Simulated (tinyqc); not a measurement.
Full law against its linear and parabolic limits: Deal-Grove kinetics of thermal oxidation of silicon. Computed by tinyqc, a small Python program. Command: `OMP_NUM_THREADS=1 python tinyqc.py 3030363 3030364 out.jsonl oxide walk`. One thread of a shared host (Intel(R) Xeon(R) Processor @ 2.30GHz), about 0.02 s of CPU time with the checks.

Oxidant diffuses through the oxide and reacts at the interface, so that dx/dt = B/(A + 2x) for the oxide thickness x.

Inputs (values chosen for the exercise, close to those used for silicon):
```
quantity                       value    unit
prefactor B0                     851  um^2/h
activation energy E_B           1.23      eV
prefactor (B/A)0            3.99e+06    um/h
activation energy E_A              2      eV
temperature T                   1200       C
oxidant pressure p                 1     atm
pressure exponent m of B/A      0.78       -
initial oxide x_i              0.005      um
time t                           1.4       h
```

Ambient: dry oxygen. Surface: (100).

Constants: k_B = 8.617333262e-05 eV/K.

Method:
- B = B0 p exp(-E_B/(k_B T)), B/A = (B/A)0 p^m exp(-E_A/(k_B T)), p in atm; A = B/(B/A).
- Temperatures in kelvin are T(C) + 273.15.
- tau = (x_i^2 + A x_i)/B and x = (A/2) [sqrt(1 + 4 B (t + tau)/A^2) - 1], the root of x^2 + A x = B (t + tau).
- Silicon consumed is 0.44 times the oxide grown; the rate is B/(A + 2x).
- Linear limit x = (B/A)(t + tau); parabolic limit x = sqrt(B (t + tau)).

tau = 0.00918736 h

length A = 0.0918746 um

parabolic constant B = 0.0527217 um^2/h

linear constant B/A = 0.573844 um/h

Thickness (um):
```
t (h)    full  linear limit  parabolic limit    2x/A
0.05   0.0264    3.3964e-02           0.0559   0.574
0.1    0.0428    6.2656e-02           0.0759   0.931
0.25   0.0797    1.4873e-01           0.1169   1.734
0.5    0.1242    2.9219e-01           0.1638   2.704
1      0.1893    5.7912e-01           0.2307   4.120
2      0.2828    1.1530e+00           0.3255   6.155
4      0.4161    2.3006e+00           0.4598   9.058
8      0.6055    4.5960e+00           0.6498  13.181
16     0.8739    9.1868e+00           0.9187  19.024
32     1.2539    1.8368e+01           1.2991  27.297
```

What follows from these numbers?

Both limits lie above the full result, since each drops one resistance. The linear law overshoots by 29 % in the first row and 1400 % in the last, the parabolic law by 110 % and 3.6 %. The better limit switches between 0.1 and 0.25 h; both give the same value where B (t + tau) = A^2, at 2x/A = sqrt5 - 1 = 1.24. Caution: dry oxides grow faster than Deal-Grove predicts below about 0.03 um, so a start from a thinner film underestimates the thickness (a common remedy is x_i = 0.025 um).

Extremes, crossings and ranges named in words are read from the listed rows.
